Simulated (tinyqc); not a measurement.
A square-lattice strip 2 sites wide in a magnetic flux, recursive Green functions: one step of the calculation.

The device has N = 3 slices of 2 site(s), nearest-neighbour hopping -t, and site energies U; the leads are semi-infinite continuations with site energy 0 and no flux. The hopping from slice i to i + 1 inside the device carries the phase exp(2 pi i f j) on row j = 1, 2, ...: V = <i+1|H|i> = -t diag(exp(2 pi i f j)).

Question. Slice 3. Forward pass: g_1 = (E - H_1 - Sigma)^(-1), g_i = (E - H_i - V g_(i-1) V^dagger)^(-1), with Sigma also subtracted on the last slice; G_(i,1) = g_i V G_(i-1,1), starting from g_1. H_i is the block of slice i: its site energies on the diagonal and -t between neighbouring rows.

Parameters, values chosen for the exercise: hopping (matrix element -t) t = 1 eV; site energies, slice by slice (2 a slice) U = [-0.37, -0.46, -0.1, 0.27, -0.07, -0.4] eV; energy E = -1.73 eV.

g_2 (1/eV):
```
                       1                      2
1  -1.9200814-0.3047936i  -1.5767867-0.4082020i
2  -1.2271915+0.1017889i  -1.5461585-0.1772559i
```

G_(2,1) (1/eV):
```
                      1                      2
1  0.5272392-0.1887329i  -1.0929051+0.7673371i
2  0.2326624-0.5195187i  -0.8488248+0.4859515i
```

V (eV):
```
                        1                        2
1  0.87630668-0.48175367i   0.00000000+0.00000000i
2  0.00000000+0.00000000i  -0.53582679+0.84432793i
```

Sigma (eV):
```
                         1                        2
1  -0.40045049-0.46550376i   0.03545049-0.46550376i
2   0.03545049-0.46550376i  -0.40045049-0.46550376i
```

Wanted: g_3; G_(3,1).

Answer.

g_3 (1/eV):
```
                   1                 2
1   0.09794-0.62925i  0.27487-0.40805i
2  -0.67816+0.46183i  0.15139-0.70952i
```

G_(3,1) (1/eV):
```
                1                2
1  0.0525-0.2722i   0.3104+0.2007i
2  0.3264+0.3049i  -0.8414-1.2642i
```

Numbers from tinyqc (`OMP_NUM_THREADS=1 python tinyqc.py 2660032 2660033 out.jsonl`; about 0.01 s on one thread of a shared Intel Xeon 2.30GHz).
